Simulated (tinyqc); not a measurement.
Hole mobility in a silicon inversion layer, empirical terms and Matthiessen rule: one step of the calculation.

Inversion layer of sheet density Ns on a uniformly doped body. The mobility terms are empirical power laws with prefactors chosen for the exercise; adding their inverses (Matthiessen) is itself an approximation.

Question. Mobility terms and their sum. With t = T/(300 K): muC = Ac (Ns/1e12 cm^-2) t/(Nb/1e17 cm^-3 + Nit/1e11 cm^-2), muP = Ap E^(-1/3) t^(-1.75), muS = As E^(-gs); 1/mu is the sum of the inverses.

Parameters, values chosen for the exercise; material values close to those of silicon:
- T = 350 K (temperature)
- Nb = 1.8e18 cm^-3 (body doping)
- Ap = 132 cm^2/(V s) (phonon-limited mobility at 1 MV/cm and 300 K)
- As = 533 cm^2/(V s) (roughness-limited mobility at 1 MV/cm)
- gs = 1 (exponent of the roughness term)
- Ac = 1300 cm^2/(V s) (Coulomb prefactor)
- Nit = 3.5e10 cm^-2 (charge at the interface)
- Ns = 1.1e12 cm^-2 (inversion density)

E = 0.78823529 MV/cm

Give: terms; mu; shares of 1/mu.

Answer.

terms (cm^2/(V s)): Coulomb 90.92, phonon 109.1, roughness 676.2
mu = 46.20 cm^2/(V s)
shares of 1/mu (%): Coulomb 50.82, phonon 42.35, roughness 6.833

The Coulomb term limits most.

Computed by the program tinyqc: `OMP_NUM_THREADS=1 python tinyqc.py 2510042 2510043 out.jsonl`, one thread of a shared Intel Xeon 2.30GHz, about 0.01 s for the whole run.
